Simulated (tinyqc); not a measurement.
Two-dimensional electron gas with Rashba and Dresselhaus coupling: sweeps and comparisons. A value that a table varies takes the place of the one given here.

H = c k^2/m + al (ky sx - kx sy) + b1 (kx sx - ky sy) + gam kx ky (kx sy - ky sx), s the Pauli matrices, x = [100], c = hbar^2/2m0, b1 = gam (pi/L)^2 (hard walls). H = c k^2/m + B.s, so E = c k^2/m -/+ |B| and the lower state has its spin along -B.

Constants: hbar^2/2m0 = 3.80998211 eV angstrom^2.

Values chosen for the exercise (of the size met in InSb; the results hold for these values, not for the real material): m = 0.0131 m0 (mass); al = 0.23 eV angstrom (Rashba constant); gam = 395.5 eV angstrom^3 (bulk Dresselhaus constant); L = 164 angstrom (width of the (001) well); n = 6 1e11/cm^2 (sheet density (one subband filled)).

## Splitting and spin direction around the circle

At |k| = k0 = sqrt(2 pi n), 1e11/cm^2 = 1e-5/angstrom^2.

Around the circle:

| phi (deg) | Bx (meV) | By (meV) | splitting (meV) | lower spin (deg) |
|---|---|---|---|---|
| 0.0 | 2.8179 | -4.4657 | 10.5609 | 122.3 |
| 22.5 | 3.9207 | -4.2586 | 11.5770 | 132.6 |
| 45.0 | 4.1268 | -4.1268 | 11.6723 | 135.0 |
| 67.5 | 4.2586 | -3.9207 | 11.5770 | 137.4 |
| 90.0 | 4.4657 | -2.8179 | 10.5609 | 147.7 |
| 112.5 | 3.9931 | -0.5027 | 8.0492 | 172.8 |
| 135.0 | 2.1887 | 2.1887 | 6.1907 | -135.0 |
| 157.5 | -0.5027 | 3.9931 | 8.0492 | -82.8 |

The splitting runs from 6.1907 meV at 135 to 11.6723 meV at 45 degrees. Along [110] it is 2 k |al + b1 - 2 b3| and along [-110] 2 k |al - b1 + 2 b3|, b3 = gam k^2/4. From 0 to 90 degrees the spin turns with k (+25 degrees), the sense of the Rashba term.

## Tuning the Rashba term through the balance point

al = f (b1 - b3) at k0 = sqrt(2 pi n), b3 = gam k0^2/4. Helix wavelength along [110]: 2 pi c/(m |al + b1 - b3|). Dyakonov-Perel rates are proportional to the mean squares of the first harmonics: for spin along z, al^2 + (b1 - b3)^2; for the most protected in-plane spin, (al - (b1 - b3))^2/2 (third harmonic left out); both are given over (b1 - b3)^2.

Against f:

| f | al (meV angstrom) | wavelength (micron) | rate, z | rate, in plane |
|---|---|---|---|---|
| 0.00 | 0.000 | 1.694 | 1.000 | 0.5000 |
| 0.25 | 26.964 | 1.355 | 1.062 | 0.2812 |
| 0.50 | 53.928 | 1.130 | 1.250 | 0.1250 |
| 0.75 | 80.892 | 0.968 | 1.562 | 0.0312 |
| 0.90 | 97.070 | 0.892 | 1.810 | 0.0050 |
| 1.00 | 107.855 | 0.847 | 2.000 | 0.0000 |
| 1.25 | 134.819 | 0.753 | 2.562 | 0.0312 |
| 2.00 | 215.711 | 0.565 | 5.000 | 0.5000 |

At f = 1, al = 107.86 meV angstrom, the first harmonic points along one axis for all k and the listed in-plane rate vanishes; the helix would have wavelength 0.85 micron. But the third harmonic, left out of the table, has b3/(b1 - b3) = 0.35; its mean square, 0.06 in these units against 0.50 for the in-plane rate at f = 0, limits the protection to about the ratio of the two. The uniform z spin still relaxes there, twice as fast as at f = 0.

## What each parameter does

Splittings 2|B| at k0 = sqrt(2 pi n) along [100], [110] and [-110], and E0 = c k0^2/m; 1e11/cm^2 = 1e-5/angstrom^2. Each row changes one parameter from the base and keeps the others.

Results:

| case | [100] (meV) | [110] (meV) | [-110] (meV) | E0 (meV) |
|---|---|---|---|---|
| base | 10.5609 | 11.6723 | 6.1907 | 109.64 |
| m = 0.01441 m0 | 10.5609 | 11.6723 | 6.1907 | 99.68 |
| al = 0.276 eV angstrom | 12.1092 | 13.4586 | 7.9770 | 109.64 |
| gam = 474.6 eV angstrom^3 | 11.2031 | 12.2205 | 5.6425 | 109.64 |
| L = 184 angstrom | 9.9908 | 10.5137 | 7.3492 | 109.64 |
| n = 9 1e11/cm^2 | 12.9345 | 12.5228 | 9.3548 | 164.47 |

The largest shifts from the base row, up to three for each result and ties (the steps differ in size, so this ranks the rows, not the parameters). [100] (meV): n +2.3735, al +1.5483, gam +0.6421; unchanged at the printed digits by m. [110] (meV): al +1.7863, L -1.1586, n +0.8505; unchanged at the printed digits by m. [-110] (meV): n +3.1641, al +1.7863, L +1.1586; unchanged at the printed digits by m. E0 (meV): n +54.82, m -9.97; unchanged at the printed digits by al, gam and L.

Program tinyqc; command `OMP_NUM_THREADS=1 python tinyqc.py 1452239 1452240 out.jsonl`; about 0.01 s on one thread of a shared Intel(R) Xeon(R) Processor @ 2.30GHz.
